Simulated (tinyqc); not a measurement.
Lossy interposer transmission line with skin effect: one step of the calculation.

A uniform line in a homogeneous dielectric: c = sqrt(er)/(c0 Z0), l = Z0 sqrt(er)/c0 (c0 = 299792458 m/s), g = w c td, w = 2 pi f. The resistance joins its limits as r = sqrt(r_dc^2 + r_hf^2), with r_dc = rho/(wd th), r_hf = kr rho/(2 delta (wd + th)), delta = sqrt(rho/(pi f mu0)), mu0 = 4 pi 1e-7 H/m; this is an interpolation, and internal inductance, up to 0.05 nH/mm at low frequency, is neglected.

Question. Propagation constant and impedance. gamma = sqrt((r + i w l)(g + i w c)) = alpha + i beta, Zc = sqrt((r + i w l)/(g + i w c)), roots with positive real part; loss 8.685889638 alpha in dB; phase velocity w/beta.

Inputs (values chosen for the exercise):
- len = 14 mm (length)
- f = 0.45 GHz (frequency)

r = 3.3332708 ohm/mm
l = 0.27344119 nH/mm
c = 170.90074 pF/m
g = 0.0096642093 S/m

Give: gamma len; Zc; loss; phase velocity over c0; r/(w l).

Answer.

gamma len = 0.35863+0.44218i
Zc = 66.397-51.685i ohm
loss = 0.22250 dB/mm
phase velocity over c0 = 0.29861
r/(w l) = 4.3114

r exceeds w l, so the line behaves mainly as an RC line at this frequency.

Computed by the program tinyqc: `OMP_NUM_THREADS=1 python tinyqc.py 2810183 2810184 out.jsonl`, one thread of a shared Intel Xeon 2.30GHz, about 0.01 s for the whole run.
